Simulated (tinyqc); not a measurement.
Ground and coupling capacitance from two measurements.

Problem. A line has Cg to the planes and Cc to each of two neighbours. Find Cg, Cc, the load when both neighbours switch in antiphase, and the pulse on the line when it floats and both neighbours swing by Vx.

Inputs (values chosen for the exercise):
- Vx = 1 V (swing)

capacitance with neighbours driven alike and with neighbours grounded (aF/um): 38  160

Answer. Driven alike, Cc carries no charge, which leaves Cg; grounded neighbours give Cg + 2 Cc, antiphase Cg + 4 Cc; a floating line divides the swing as 2 Cc/(Cg + 2 Cc).

Cg = 38.00 aF/um
Cc = 61.00 aF/um
load in antiphase = 282.0 aF/um
pulse = 0.7625 V

Program tinyqc, `OMP_NUM_THREADS=1 python tinyqc.py 2790130 2790131 out.jsonl`; Intel Xeon 2.30GHz, shared host, one thread, about 1 s.
